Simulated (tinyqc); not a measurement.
# Capillary instabilities by surface diffusion: grooving and agglomeration of films, edge retraction, wire break-up and smoothing of roughness, step by step

A worked calculation. Computed by tinyqc, a small Python program that keeps every step. Command: `OMP_NUM_THREADS=1 python tinyqc.py 3017818 3017819 out.jsonl dewet walk`. One thread of a shared host (Intel(R) Xeon(R) Processor @ 2.30GHz), about 0.01 s of CPU time with the checks. Intermediate numbers are printed to about 6 digits and carried at full precision; extremes and crossings named in words are read from the listed rows.

Isotropic surface energy; shapes change by surface diffusion alone.

Inputs (values chosen for the exercise, of the order of those of a gold film):
```
quantity                                value        unit
surface energy gamma_s                   1.46       J/m^2
grain-boundary energy gamma_b            0.55       J/m^2
contact angle on the substrate theta      100     degrees
atomic volume Omega                        17  angstrom^3
surface sites nu                           16      1/nm^2
prefactor D0                          8.9e-06       m^2/s
activation energy Q                     0.901          eV
temperature T                             827           K
time t                                     24           s
film thickness h                           18          nm
grain radius R                             46          nm
wire radius r                               7          nm
initial ripple over radius               0.02           -
roughness wavelength lambda                15          nm
```

Grooves: at the surface only.

Constants: k_B = 8.617333262e-05 eV/K; k_B = 1.380649e-23 J/K.

## The Mullins constant

B = D_s nu gamma_s Omega^2/(k_B T), D_s = D0 exp(-Q/(k_B T)).

D_s = 2.87510e-11 m^2/s

B = 1.69994e+07 nm^4/s

length (B t)^(1/4) = 142.122 nm

Lengths grow as t^(1/4): doubling one takes 16 times as long, or roughly 260 K more.

## Will grooves cut through?

Groove angle beta: sin(beta) = gamma_b/(2 gamma). For circular grains of radius R with spherical caps the groove ends (measured from the mean surface) at the depth R g(beta), g = (2 - 3 cos beta + cos^3 beta)/(3 sin^3 beta). The film parts if R g(beta_s) > h.

beta_s = 10.8569 degrees

sum of g = 0.0476573

critical R/h = 20.9831

final depth over h = 0.121791

The grooves stop short by this estimate; triple junctions groove deeper and may still open.

## Groove growth in time

Mullins' isolated groove: depth below the flat surface d = 0.780 m (B t)^(1/4), m = tan(beta_s), width between the ridges 4.6 (B t)^(1/4); time to reach h: (h/(0.780 m))^4/B.

groove depth = 21.2608 nm

groove width = 653.761 nm

time to reach the substrate = 12.3305 s

Caution: this depth exceeds the film thickness, so the isolated-groove formula no longer applies. Caution: the grooves of neighbouring boundaries overlap, so the depth levels off at its final value. Caution: the grains are too small for the surface groove ever to reach the depth h.

## Retraction of a straight edge

A rim shaped as a circular segment with contact angle theta holds the area h x; its radius r obeys r^2 (theta - sin theta cos theta) = h x. To advance, the edge must carry a strip of the rim height H = r (1 - cos theta) over the rim, driven by the curvature 1/r over the distance r theta (the scaling argument of Brandon and Bradshaw): H dx/dt = B/(theta r^2) gives x^(5/2) = (5/2) B t c^(3/2)/(theta (1 - cos theta) h^(3/2)), c = theta - sin theta cos theta.

retraction x = 785.576 nm

rim height H = 100.817 nm

present speed = 13.0929 nm/s

The rim is 5.6 times the film thickness. x goes as t^(2/5) h^(-3/5): thin films retract faster.

## Break-up of a free wire

A wire with r + A cos(k z) has dA/dt = (B/r^4) (kr)^2 [1 - (kr)^2] A: unstable for wavelengths above 2 pi r, fastest at kr = 1/sqrt 2 with the rate B/(4 r^4); break-up time about (4 r^4/B) ln(r/A0); each wavelength makes a sphere of radius (3 r^2 lambda_m/4)^(1/3).

fastest wavelength = 62.2004 nm

break-up time = 0.00221014 s

radius of the spheres = 13.1730 nm

t over the break-up time = 10859.0

The wire breaks up within t. Caution: faceting can stabilise wires along low-index directions.

## Smoothing against break-up

Roughness of wavelength lambda on a flat face decays as exp[-B (2 pi/lambda)^4 t]; the smoothing time is that for a factor e^3.

Times (s); the last column is (h/(0.780 tan beta_s))^4/B:
```
T (K)   B (nm^4/s)    smoothing  wire break-up  groove to depth h
703    2.15026e+06  4.53186e-05      0.0174728            97.4825
744    4.61131e+06  2.11321e-05      0.0081476            45.4561
786    9.24921e+06  1.05357e-05      0.0040621            22.6627
827    1.69994e+07  5.73235e-06      0.0022101            12.3305
868    2.94290e+07  3.31125e-06      0.0012767             7.1226
910    4.89443e+07  1.99097e-06      0.0007676             4.2827
992    1.16066e+08  8.39578e-07      0.0003237             1.8060
```

All times share 1/B, so their ratios do not depend on T: break-up over smoothing is 390. An anneal can smooth this roughness well before the wire breaks. Smoothing is safe for lambda well below 2 pi r, above which a ripple along the wire grows instead. B spans 1.7 decades over these rows.

Checks made by the program: g against the volume of a spherical cap (relative difference below 1e-10).
